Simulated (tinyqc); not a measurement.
Precursor delivery and alloy composition in metal-organic vapour-phase epitaxy: one step, computed by the program tinyqc. Command: `OMP_NUM_THREADS=1 python tinyqc.py 3029805 3029806 out.jsonl movpe walk`. One thread of a shared host (Intel(R) Xeon(R) Processor @ 2.30GHz), about 0.01 s of CPU time with the checks.

Carrier gas leaves each bubbler saturated. Group-III species cross a boundary layer and react at the surface; element 2 can also desorb. The film is (1)_(1-x) (2)_x V with a zinc-blende cell.

Task: Transport to the surface. Partial pressure p_i = p F_i/(44615 x total flow in slm); density n_i = p_i/(k_B T), 1 torr = 133.322 Pa; D = D0 (T/273.15)^1.75 (760/p), h = D/delta, the same for both; k_s = prefactor x exp(-energy/(k_B T)); arrival J_i = n_i/(1/h + 1/k_s); in layers per second g_i = J_i a^2/2 (two group-III sites per a^2 on (001)). Temperatures in kelvin are T(C) + 273.15.

Inputs (values chosen for the exercise, close to those used for AlGaAs from TMAl and TMGa):

| quantity | value | unit |
|---|---|---|
| source 1: bath temperature | 19 | C |
| source 2: bath temperature | -9 | C |
| total flow | 23 | slm |
| reactor pressure p | 40 | torr |
| diffusivity D0 at 273.15 K and 760 torr | 0.35 | cm^2/s |
| boundary layer delta | 1.1 | cm |
| prefactor of the surface rate k_s | 2.1e+13 | cm/s |
| energy of k_s | 1.98 | eV |
| lattice constant a | 5.655 | angstrom |
| growth temperature T | 740 | C |

molar flows (micromol/min): F1 1.986154, F2 63.74997

Constants: k_B = 1.380649e-23 J/K; k_B = 8.617333262e-05 eV/K.

Give: densities; h; k_s; arrival rates.

Result:

densities (1/cm^3): n1 7.3792e+11, n2 2.3685e+13

h = 59.932 cm/s

k_s = 2971.5 cm/s

arrival rates (layers/s): g1 0.069315, g2 2.2248

Growth is transport-limited. Caution: trimethylaluminium is largely a dimer in the vapour, which would double its metal flow; it is counted as a monomer here.
